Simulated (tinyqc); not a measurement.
Inside a calculation. Model: a barrier in a uniform field, exact transmission by Airy functions.

Program tinyqc, `OMP_NUM_THREADS=1 python tinyqc.py 2580034 2580035 out.jsonl`; Intel Xeon 2.30GHz, shared host, one thread, about 0.01 s. Printed values are rounded.

The left lead has its band edge at 0, the barrier edge falls as U(x) = U0 - F x with F = V/d for 0 < x < d, and the right lead has its edge at -V. No transverse momentum; C = hbar^2/(2 m0); psi and psi'/m are continuous. M carries (psi, psi'/m) across the barrier.

Inputs (values chosen for the exercise); U0 - E and the mass are of the order of those of hafnium oxide on silicon:
- mL = 0.36 m0 (mass in the left lead)
- U0 = 1.95 eV (barrier edge at x = 0)
- m1 = 0.21 m0 (mass in the barrier)
- E = 0.41 eV (electron energy)
- d = 2.1 nm (barrier width)
- V = 0.34 V (voltage across the barrier)
- mR = 0.36 m0 (mass in the right lead)

Constants: q = 1.602176634e-19 C, hbar = 1.054571817e-34 J s, m0 = 9.1093837015e-31 kg, hbar^2/(2 m0) = 0.0380998212 eV nm^2. Results are converted to the units shown.

Range of the model: Masses are held fixed, although real bands cease to be parabolic a few tenths of an eV from their edges.

## Scaled variables

Energy scale e = (C F^2/m1)^(1/3), z(x) = (U(x) - E)/e, s = (dz/dx)/m1 = -F/(e m1); v = k/m in a lead. vL = sqrt(mL E/C)/mL, vR = sqrt(mR (E + V)/C)/mR.

F = 0.161905 V/nm
e = 0.168167 eV
z1 = 9.15756
z2 = 7.13576
s = -4.58458 1/nm
vL = 5.46738 1/nm
vR = 7.39465 1/nm

Both z are positive: the whole barrier is forbidden.

## Airy functions at the edges

Ai and Bi solve y'' = z y, with Wronskian Ai Bi' - Ai' Bi = 1/pi.

Airy functions:

|  | Ai | Ai' | Bi | Bi' |
|---|---|---|---|---|
| z1 | 1.53067e-9 | -4.67292e-9 | 3.43667e7 | 1.03038e8 |
| z2 | 5.19800e-7 | -1.40619e-6 | 1.14671e5 | 3.02157e5 |

## Transfer matrix

With a = Ai, a' = Ai', b = Bi, b' = Bi' at z1 (left edge) and z2 (right edge): M11 = pi (a2 b1' - b2 a1'), M12 = (pi/s)(b2 a1 - a2 b1), M21 = pi s (a2' b1' - b2' a1'), M22 = pi (b2' a1 - a2' b1).

M (M12 in nm, M21 in 1/nm):

|  | 1 | 2 |
|---|---|---|
| 1 | 168.263 | 12.2411 |
| 2 | 2086.83 | 151.822 |

## Transmission, exact and WKB

With M acting on (psi, psi'/m) and v = k/m in each lead, T(E) = 4 vL vR/[(vL vR M12 - M21)^2 + (vR M11 + vL M22)^2]. WKB: exp(-S), S = (4/(3 F)) sqrt(m1/C) [max(U0 - E, 0)^1.5 - max(U0 - F d - E, 0)^1.5].

T(E) = 2.36532e-5
S = 11.5340
exp(-S) = 9.79191e-6
ratio T(E)/exp(-S) = 2.41559

The exact value is 2.42 times the WKB one.
